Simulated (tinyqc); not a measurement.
Inside a calculation. Method: UHF in the 6-311g basis, for He, spin multiplicity 1. Computed by tinyqc, a small Python program that keeps every step (integrals from PySCF). Settings: charge = 0, multiplicity = 1, basis = 6-311g, energy threshold = 1e-09, iteration cap = 70, orthogonalisation = symmetric, start = core, DIIS depth = 8, method = UHF, break = 0.4. Command: `OMP_NUM_THREADS=1 python tinyqc.py 29838 29839 out.jsonl` (the two numbers bound the seeds that draw the settings). One thread of a shared host (Intel(R) Xeon(R) Processor @ 2.60GHz), about 0.05 s of CPU time with the checks. Later iterations appear only in the table of the cycle.

## One-electron integrals

Geometry (angstrom):

| atom | x | y | z |
|---|---|---|---|
| He | 0.0000 | 0.0000 | 0.0000 |

Basis 6-311g: exponents (1/bohr^2) and contraction coefficients of normalised primitives:

| element | l (shell) | exponent | coefficient |
|---|---|---|---|
| He | s (1) | 98.1243 | 0.0287 |
| He | s (1) | 14.7689 | 0.2081 |
| He | s (1) | 3.3188 | 0.8376 |
| He | s (2) | 0.8740 | 1.0000 |
| He | s (3) | 0.2446 | 1.0000 |

Overlap, kinetic and nuclear-attraction integrals over the contracted functions; the nuclear repulsion is the sum of Za Zb / Rab.

nuclear repulsion = 0 hartree

overlap S:
```
        1He 1s  1He 2s  1He 3s
1He 1s  1.0000  0.6805  0.3286
1He 2s  0.6805  1.0000  0.7516
1He 3s  0.3286  0.7516  1.0000
```

kinetic energy T (hartree):
```
        1He 1s  1He 2s  1He 3s
1He 1s  6.8571  1.4395  0.2256
1He 2s  1.4395  1.3111  0.4309
1He 3s  0.2256  0.4309  0.3668
```

nuclear attraction V (hartree):
```
         1He 1s   1He 2s   1He 3s
1He 1s  -7.3063  -3.4648  -1.5351
1He 2s  -3.4648  -2.9838  -1.7939
1He 3s  -1.5351  -1.7939  -1.5783
```

core Hamiltonian H = T + V (hartree):
```
         1He 1s   1He 2s   1He 3s
1He 1s  -0.4492  -2.0254  -1.3095
1He 2s  -2.0254  -1.6727  -1.3630
1He 3s  -1.3095  -1.3630  -1.2115
```

## Two-electron integrals

Functions are numbered as in S; the eight-fold symmetry (ij|kl) = (ji|kl) = (kl|ij) leaves the list below.

Two-electron integrals (ij|kl) in chemists' order, unique and non-zero (hartree):
```
(11|11) 2.3951   (21|11) 1.3473   (21|21) 0.7987   (22|11) 1.3584
(22|21) 0.8638   (22|22) 1.0549   (31|11) 0.6141   (31|21) 0.3686
(31|22) 0.4068   (31|31) 0.1707   (32|11) 0.8427   (32|21) 0.5470
(32|22) 0.7004   (32|31) 0.2594   (32|32) 0.4767   (33|11) 0.7670
(33|21) 0.5102   (33|22) 0.6976   (33|31) 0.2442   (33|32) 0.4947
(33|33) 0.5580
```

## Orthogonalisation

S = U s U^T; symmetric (Loewdin) form X = U s^(-1/2) U^T, so that X^T S X = 1.

eigenvalues of S: 0.1357  0.6734  2.1908

X:
```
         1He 1s   1He 2s   1He 3s
1He 1s   1.3166  -0.6459   0.1507
1He 2s  -0.6459   1.8555  -0.7714
1He 3s   0.1507  -0.7714   1.4367
```

## Starting guess

The start is the orbitals of the core Hamiltonian, with HOMO and LUMO mixed by +/-0.4 rad for the two spins; D(s) = C_occ C_occ^T for each spin.

D(alpha) at the start:
```
        1He 1s  1He 2s  1He 3s
1He 1s  0.0567  0.0482  0.1697
1He 2s  0.0482  0.0411  0.1445
1He 3s  0.1697  0.1445  0.5080
```

D(beta) at the start:
```
         1He 1s   1He 2s   1He 3s
1He 1s   0.1460   0.3561  -0.1521
1He 2s   0.3561   0.8684  -0.3709
1He 3s  -0.1521  -0.3709   0.1584
```

## Iteration 1: building the Fock matrix

J_ij = sum D_kl (ij|kl) with D = D(alpha) + D(beta), K_ij = sum D_kl (ik|jl) for each spin; F = H + J - K(s); E = tr D H + tr D J / 2 - 0.5 sum_s tr D(s) K(s) + E_nn.

Coulomb J (hartree):
```
        1He 1s  1He 2s  1He 3s
1He 1s  2.9616  1.8099  0.8438
1He 2s  1.8099  2.0953  1.3731
1He 3s  0.8438  1.3731  1.3589
```

exchange K(alpha) (hartree):
```
        1He 1s  1He 2s  1He 3s
1He 1s  0.7002  0.6910  0.5100
1He 2s  0.6910  0.8021  0.6472
1He 3s  0.5100  0.6472  0.5635
```

exchange K(beta) (hartree):
```
        1He 1s  1He 2s  1He 3s
1He 1s  1.5698  1.2182  0.6066
1He 2s  1.2182  1.0375  0.5275
1He 3s  0.6066  0.5275  0.2707
```

F(alpha) (hartree):
```
         1He 1s   1He 2s   1He 3s
1He 1s   1.8122  -0.9064  -0.9757
1He 2s  -0.9064  -0.3795  -0.6371
1He 3s  -0.9757  -0.6371  -0.4161
```

F(beta) (hartree):
```
         1He 1s   1He 2s   1He 3s
1He 1s   0.9426  -1.4336  -1.0723
1He 2s  -1.4336  -0.6149  -0.5174
1He 3s  -1.0723  -0.5174  -0.1233
```

total energy of this density = -2.469970 hartree

## Iteration 1: diagonalisation and new density

Diagonalise F' = X^T F X, C = X C', fill 1 alpha and 1 beta electrons from the bottom; D(s) = C_occ C_occ^T. Each column has its largest component positive (the first on a tie).

F' = X^T F X (alpha) (hartree):
```
         1        2        3
1   4.2520  -3.0402  -0.1132
2  -3.0402   2.2263  -0.9358
3  -0.1132  -0.9358   0.1570
```

orbital energies (alpha) (hartree): MO1 -0.7453, MO2 0.9036, MO3 6.4770

coefficients C (alpha):
```
           MO1      MO2      MO3
1He 1s  0.2191  -0.1460  -1.4505
1He 2s  0.3593  -1.2377   1.6716
1He 3s  0.5705   1.3753  -0.6818
```

F' = X^T F X (beta) (hartree):
```
         1        2        3
1   3.4881  -3.3596  -0.0629
2  -3.3596   2.0518  -0.7575
3  -0.0629  -0.7575   0.4168
```

orbital energies (beta) (hartree): MO1 -0.9583, MO2 0.6778, MO3 6.2372

coefficients C (beta):
```
           MO1      MO2      MO3
1He 1s  0.3228  -0.1015  -1.4348
1He 2s  0.6557  -1.0185   1.7285
1He 3s  0.1335   1.4695  -0.7103
```

D(alpha) after iteration 1:
```
        1He 1s  1He 2s  1He 3s
1He 1s  0.0480  0.0787  0.1250
1He 2s  0.0787  0.1291  0.2050
1He 3s  0.1250  0.2050  0.3255
```

D(beta) after iteration 1:
```
        1He 1s  1He 2s  1He 3s
1He 1s  0.1042  0.2117  0.0431
1He 2s  0.2117  0.4300  0.0876
1He 3s  0.0431  0.0876  0.0178
```

## Iteration 2: building the Fock matrix

As before.

Coulomb J (hartree):
```
        1He 1s  1He 2s  1He 3s
1He 1s  2.8694  1.7710  0.8280
1He 2s  1.7710  2.0843  1.3735
1He 3s  0.8280  1.3735  1.3662
```

exchange K(alpha) (hartree):
```
        1He 1s  1He 2s  1He 3s
1He 1s  0.7905  0.7774  0.5499
1He 2s  0.7774  0.8896  0.6811
1He 3s  0.5499  0.6811  0.5561
```

exchange K(beta) (hartree):
```
        1He 1s  1He 2s  1He 3s
1He 1s  1.2839  1.1088  0.6677
1He 2s  1.1088  1.0808  0.6863
1He 3s  0.6677  0.6863  0.4502
```

F(alpha) (hartree):
```
         1He 1s   1He 2s   1He 3s
1He 1s   1.6297  -1.0317  -1.0314
1He 2s  -1.0317  -0.4780  -0.6707
1He 3s  -1.0314  -0.6707  -0.4013
```

F(beta) (hartree):
```
         1He 1s   1He 2s   1He 3s
1He 1s   1.1363  -1.3631  -1.1492
1He 2s  -1.3631  -0.6692  -0.6758
1He 3s  -1.1492  -0.6758  -0.2955
```

total energy of this density = -2.805935 hartree

## Iteration 2: DIIS over 2 matrices

error matrix X^T (FDS - SDF) X (alpha):
```
        1        2        3
1  0.0000  -0.0383  -0.0797
2  0.0383   0.0000  -0.0583
3  0.0797   0.0583   0.0000
```

B (overlaps of the stored error matrices):
```
               1              2
1  8.3198071e-01  2.7707872e-01
2  2.7707872e-01  1.1811166e-01
```

Minimise |sum c_i e_i|^2 with sum c_i = 1: solve [B -1; -1 0][c; lambda] = [0; -1] with B_ij = tr e_i^T e_j summed over both spins, and take F = sum c_i F_i.

DIIS coefficients: -0.4015  1.4015

extrapolated F(alpha) (hartree):
```
         1He 1s   1He 2s   1He 3s
1He 1s   1.5564  -1.0820  -1.0538
1He 2s  -1.0820  -0.5176  -0.6841
1He 3s  -1.0538  -0.6841  -0.3954
```

extrapolated F(beta) (hartree):
```
         1He 1s   1He 2s   1He 3s
1He 1s   1.2140  -1.3347  -1.1801
1He 2s  -1.3347  -0.6910  -0.7394
1He 3s  -1.1801  -0.7394  -0.3646
```

## Iteration 2: diagonalisation and new density

As before.

F' = X^T F X (alpha) (hartree):
```
         1        2        3
1   4.0282  -3.1113  -0.1332
2  -3.1113   2.1340  -0.9446
3  -0.1332  -0.9446   0.2229
```

orbital energies (alpha) (hartree): MO1 -0.8465, MO2 0.8639, MO3 6.3677

coefficients C (alpha):
```
           MO1      MO2      MO3
1He 1s  0.2431  -0.1426  -1.4470
1He 2s  0.4418  -1.1883   1.6876
1He 3s  0.4651   1.4096  -0.6918
```

F' = X^T F X (beta) (hartree):
```
         1        2        3
1   3.7535  -3.2410  -0.1838
2  -3.2410   2.0504  -0.9420
3  -0.1838  -0.9420   0.3021
```

orbital energies (beta) (hartree): MO1 -1.0179, MO2 0.8394, MO3 6.2845

coefficients C (beta):
```
           MO1      MO2      MO3
1He 1s  0.2800  -0.1314  -1.4414
1He 2s  0.5231  -1.1267   1.7064
1He 3s  0.3419   1.4412  -0.6985
```

D(alpha) after iteration 2:
```
        1He 1s  1He 2s  1He 3s
1He 1s  0.0591  0.1074  0.1131
1He 2s  0.1074  0.1952  0.2055
1He 3s  0.1131  0.2055  0.2163
```

D(beta) after iteration 2:
```
        1He 1s  1He 2s  1He 3s
1He 1s  0.0784  0.1465  0.0957
1He 2s  0.1465  0.2737  0.1788
1He 3s  0.0957  0.1788  0.1169
```

## Iteration 3: building the Fock matrix

As before.

Coulomb J (hartree):
```
        1He 1s  1He 2s  1He 3s
1He 1s  2.8102  1.7403  0.8144
1He 2s  1.7403  2.0608  1.3616
1He 3s  0.8144  1.3616  1.3598
```

exchange K(alpha) (hartree):
```
        1He 1s  1He 2s  1He 3s
1He 1s  0.9143  0.8691  0.5902
1He 2s  0.8691  0.9534  0.6963
1He 3s  0.5902  0.6963  0.5381
```

exchange K(beta) (hartree):
```
        1He 1s  1He 2s  1He 3s
1He 1s  1.0704  0.9748  0.6312
1He 2s  0.9748  1.0153  0.7018
1He 3s  0.6312  0.7018  0.5087
```

F(alpha) (hartree):
```
         1He 1s   1He 2s   1He 3s
1He 1s   1.4467  -1.1542  -1.0853
1He 2s  -1.1542  -0.5654  -0.6977
1He 3s  -1.0853  -0.6977  -0.3898
```

F(beta) (hartree):
```
         1He 1s   1He 2s   1He 3s
1He 1s   1.2906  -1.2599  -1.1263
1He 2s  -1.2599  -0.6273  -0.7032
1He 3s  -1.1263  -0.7032  -0.3604
```

total energy of this density = -2.855389 hartree

## Iteration 3: DIIS over 3 matrices

error matrix X^T (FDS - SDF) X (alpha):
```
        1        2        3
1  0.0000  -0.0328  -0.0466
2  0.0328   0.0000  -0.0224
3  0.0466   0.0224   0.0000
```

B (overlaps of the stored error matrices):
```
               1              2              3
1  8.3198071e-01  2.7707872e-01  5.0922331e-02
2  2.7707872e-01  1.1811166e-01  3.0800302e-02
3  5.0922331e-02  3.0800302e-02  1.1110546e-02
```

As before.

DIIS coefficients: 0.1832  -0.8505  1.6673

extrapolated F(alpha) (hartree):
```
         1He 1s   1He 2s   1He 3s
1He 1s   1.3581  -1.2129  -1.1110
1He 2s  -1.2129  -0.6056  -0.7096
1He 3s  -1.1110  -0.7096  -0.3848
```

extrapolated F(beta) (hartree):
```
         1He 1s   1He 2s   1He 3s
1He 1s   1.3581  -1.2040  -1.0969
1He 2s  -1.2040  -0.5894  -0.6925
1He 3s  -1.0969  -0.6925  -0.3722
```

## Iteration 3: diagonalisation and new density

As before.

F' = X^T F X (alpha) (hartree):
```
         1        2        3
1   3.8528  -3.1689  -0.1514
2  -3.1689   2.0842  -0.9362
3  -0.1514  -0.9362   0.2501
```

orbital energies (alpha) (hartree): MO1 -0.9298, MO2 0.8250, MO3 6.2920

coefficients C (alpha):
```
           MO1      MO2      MO3
1He 1s  0.2638  -0.1394  -1.4437
1He 2s  0.4855  -1.1534   1.6998
1He 3s  0.3995   1.4269  -0.6973
```

F' = X^T F X (beta) (hartree):
```
         1        2        3
1   3.8471  -3.1668  -0.1413
2  -3.1668   2.0913  -0.9253
3  -0.1413  -0.9253   0.2517
```

orbital energies (beta) (hartree): MO1 -0.9120, MO2 0.8129, MO3 6.2891

coefficients C (beta):
```
           MO1      MO2      MO3
1He 1s  0.2646  -0.1399  -1.4435
1He 2s  0.4870  -1.1512   1.7008
1He 3s  0.3971   1.4271  -0.6981
```

D(alpha) after iteration 3:
```
        1He 1s  1He 2s  1He 3s
1He 1s  0.0696  0.1281  0.1054
1He 2s  0.1281  0.2357  0.1940
1He 3s  0.1054  0.1940  0.1596
```

D(beta) after iteration 3:
```
        1He 1s  1He 2s  1He 3s
1He 1s  0.0700  0.1289  0.1051
1He 2s  0.1289  0.2372  0.1934
1He 3s  0.1051  0.1934  0.1577
```

## Iteration 7 (converged): orbitals

converged F(alpha) (hartree):
```
         1He 1s   1He 2s   1He 3s
1He 1s   1.3735  -1.2062  -1.1058
1He 2s  -1.2062  -0.5945  -0.6984
1He 3s  -1.1058  -0.6984  -0.3719
```

converged F(beta) (hartree):
```
         1He 1s   1He 2s   1He 3s
1He 1s   1.3735  -1.2062  -1.1058
1He 2s  -1.2062  -0.5945  -0.6984
1He 3s  -1.1058  -0.6984  -0.3719
```

As before.

F' = X^T F X (alpha) (hartree):
```
         1        2        3
1   3.8730  -3.1748  -0.1493
2  -3.1748   2.0937  -0.9315
3  -0.1493  -0.9315   0.2594
```

orbital energies (alpha) (hartree): MO1 -0.9169, MO2 0.8294, MO3 6.3135

coefficients C (alpha):
```
           MO1      MO2      MO3
1He 1s  0.2636  -0.1380  -1.4439
1He 2s  0.4875  -1.1540   1.6988
1He 3s  0.3974   1.4279  -0.6963
```

F' = X^T F X (beta) (hartree):
```
         1        2        3
1   3.8730  -3.1748  -0.1493
2  -3.1748   2.0937  -0.9315
3  -0.1493  -0.9315   0.2594
```

orbital energies (beta) (hartree): MO1 -0.9169, MO2 0.8294, MO3 6.3135

coefficients C (beta):
```
           MO1      MO2      MO3
1He 1s  0.2636  -0.1380  -1.4439
1He 2s  0.4875  -1.1540   1.6988
1He 3s  0.3974   1.4279  -0.6963
```

D(alpha) after iteration 7:
```
        1He 1s  1He 2s  1He 3s
1He 1s  0.0695  0.1285  0.1048
1He 2s  0.1285  0.2376  0.1937
1He 3s  0.1048  0.1937  0.1580
```

D(beta) after iteration 7:
```
        1He 1s  1He 2s  1He 3s
1He 1s  0.0695  0.1285  0.1048
1He 2s  0.1285  0.2376  0.1937
1He 3s  0.1048  0.1937  0.1580
```

## Convergence

Stop when the energy changes by less than 1e-09 hartree and every element of the error matrix X^T (F D S - S D F) X (for each spin) is below 9e-06.

Course of the cycle:

| iteration | E (hartree) | change | largest element of the error matrix |
|---|---|---|---|
| 1 | -2.469970 | - | 4.02e-01 |
| 2 | -2.805935 | -3.36e-01 | 1.52e-01 |
| 3 | -2.855389 | -4.95e-02 | 4.66e-02 |
| 4 | -2.859890 | -4.50e-03 | 3.17e-03 |
| 5 | -2.859895 | -5.00e-06 | 2.94e-04 |
| 6 | -2.859895 | -1.40e-07 | 6.35e-06 |
| 7 | -2.859895 | -3.40e-11 | 3.75e-07 |

PySCF UHF in the same basis, after a stability check = -2.859895 hartree

Converged in 7 iterations.

## Populations

Mulliken: Z minus the diagonal of D S on the atom; Loewdin: the same with S^(1/2) D S^(1/2).

Charges (e):

| atom | Mulliken | Loewdin | Mulliken spin |
|---|---|---|---|
| 1He | 0 | 0 | 0 |

<S^2> of the determinant (pure state: 0) = 0.0000
